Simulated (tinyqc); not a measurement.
Hole subbands of a hard-walled well, four-band Luttinger model: sweeps and comparisons. A value that a table varies takes the place of the one given here.

Hole energies are counted downwards from the unstrained band edge, c = hbar^2/2m0. After the usual block transformation one block is H = [[P + Q - Zs, R - i S], [R + i S, P - Q + Zs]] in (heavy, light), with P +/- Q = c [(g1 +/- g2) k^2 + (g1 -/+ 2 g2) kz^2], R = sqrt(3) c gR k^2, S = 2 sqrt(3) c g3 k kz, kz = -i d/dz; axial approximation gR = (g2 + g3)/2. Zs = b (e_par - e_perp) is the shear part of the strain (the hydrostatic part shifts all levels alike and is left out). Basis sqrt(2/L) sin(n pi z/L), n = 1 to N, for each component: kz^2 gives (n pi/L)^2 and the heavy-light block is R delta_nm - 2 sqrt(3) c g3 k D_nm with D_nm = 4 n m/(L (n^2 - m^2)) for n + m odd, 0 otherwise. The other block has the same levels. The split-off band is left out.

Constants: hbar^2/2m0 = 3.80998211 eV angstrom^2.

Inputs chosen for the exercise (near those of Ge; shifted at random, so the results belong to these values and not to a real crystal): g1 = 13.38 (Luttinger gamma1); g2 = 4.21 (gamma2); g3 = 5.66 (gamma3); L = 140 angstrom (well width along [001]); Zs = 0 eV (shear strain energy); k = 0.0163 1/angstrom (wave vector in the plane); Zlist = (-0.0346, -0.0251, -0.0097, -0.0063, 0, 0.0078, 0.0245) eV (shear strain energies (negative: tension in the plane, for b < 0)).

## Which coupling does what

N = 20, at the given k. Diagonal: R = S = 0. Along [100] and [110] gR is g2 and g3 instead of their mean.

Hole energies (meV):
```
model        E1     E2     E3      E4
diagonal  27.32  51.11  55.87  103.45
R alone   24.51  53.92  55.25  103.18
S alone   23.14  27.61  71.93   80.26
axial     19.17  30.20  72.67   80.17
[100]     20.01  29.74  72.47   80.19
[110]     18.30  30.65  72.91   80.14
```

The couplings move E1 by -8.15 meV: R alone by -2.81, S alone by -4.19, so S matters more at k L/pi = 0.73 (R grows as k^2 and joins equal n, S as k and joins n of opposite parity). Warping spreads E1 by 1.71 meV between [100] and [110], the hole being heavier along [110]; the axial value lies between them.

## Strain

N = 20. dE is the rise of the top subband from k = 0 to k1 = pi/(4L), m1 = c k1^2/dE (dash if dE is not positive), and the heavy weight is taken at k = pi/L.

Top subband:
```
Zs (eV)  HH1 (meV)  LH1 (meV)  dE (meV)  heavy weight  m1 (m0)
-0.0346       44.1        7.2     0.048         0.158    2.484
-0.0251       34.6       16.7    -0.350         0.224        -
-0.0097       19.2       32.1     1.519         0.407    0.079
-0.0063       15.8       35.5     1.581         0.463    0.076
0.0000         9.5       41.8     1.643         0.577    0.073
0.0078         1.7       49.6     1.693         0.716    0.071
0.0245       -15.0       66.3     1.765         0.889    0.068
```

HH1 and LH1 cross at Zs = -2 c g2 (pi/L)^2 = -0.0162 eV; for more negative Zs the light hole is on top. Among the rows with HH1 on top, m1 goes from 0.079 to 0.068 m0 as the splitting widens from 13 to 81 meV, against the unmixed 1/(g1 + g2) = 0.057: compression lightens the holes here. A dash marks a top subband whose hole energy at k1 lies below that at k = 0: an electron-like (negative) mass. m1 describes the neighbourhood of k = 0 only; where HH1 and LH1 lie close, the band may peak further out.

## What each parameter does

N = 20; the three lowest hole energies at the given k and the heavy weight of the lowest. Each row changes one parameter from the base and keeps the others.

Results:
```
case                   E1 (meV)  E2 (meV)  E3 (meV)  heavy weight
base                      19.17     30.20     72.67         0.787
g1 = 14.45                22.89     36.21     79.46         0.813
g2 = 4.63                 17.79     27.66     68.97         0.782
g3 = 5.21                 20.37     32.06     71.64         0.816
L = 130 angstrom          21.49     34.26     80.92         0.841
Zs = -0.01 eV             21.53     35.21     74.29         0.439
k = 0.0212 1/angstrom     20.54     35.48     80.08         0.604
```

The largest shifts from the base row, up to three for each result and ties (the steps differ in size, so this ranks the rows, not the parameters). E1 (meV): g1 +3.72, Zs +2.36, L +2.32. E2 (meV): g1 +6.00, k +5.27, Zs +5.01. E3 (meV): L +8.25, k +7.41, g1 +6.79. heavy weight: Zs -0.348, k -0.183, L +0.054.

tinyqc: `OMP_NUM_THREADS=1 python tinyqc.py 1281452 1281453 out.jsonl`; about 0.1 s, one thread, shared Intel(R) Xeon(R) Processor @ 2.30GHz.
